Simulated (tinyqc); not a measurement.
Hydrogen passivation and dissociation of interface defects with a spread of activation energies: one step, computed by the program tinyqc.

Active defects P react as P + H2 -> HP + H and HP -> P + H; released atomic hydrogen is removed. All defects start active. Activation energies are normally distributed, independently for the two reactions.

Task: Sites at the mean energies. a = k_f0 [H2] exp(-E_f/k_B T), b = k_d0 exp(-E_d/k_B T); the active share of one kind of site is b/(a + b) + (a/(a + b)) exp(-(a + b) t).

Inputs (values chosen for the exercise, for a model interface):

| quantity | value | unit |
|---|---|---|
| mean passivation energy E_f | 1.6 | eV |
| prefactor k_f0 | 2.5e-08 | cm^3/s |
| mean dissociation energy E_d | 2.77 | eV |
| prefactor k_d0 | 2.5e+13 | 1/s |
| dissolved hydrogen [H2] | 2.9e+17 | cm^-3 |
| anneal temperature T | 990 | K |
| anneal time t | 100 | s |

Ambient: hydrogen.

Constants: k_B = 8.617333262e-05 eV/K.

Give: passivation rate a; dissociation rate b; active share, single energy; steady active share, single energy.

Result:

passivation rate a = 51.91 1/s

dissociation rate b = 0.1980 1/s

active share, single energy = 0.003801

steady active share, single energy = 0.003801
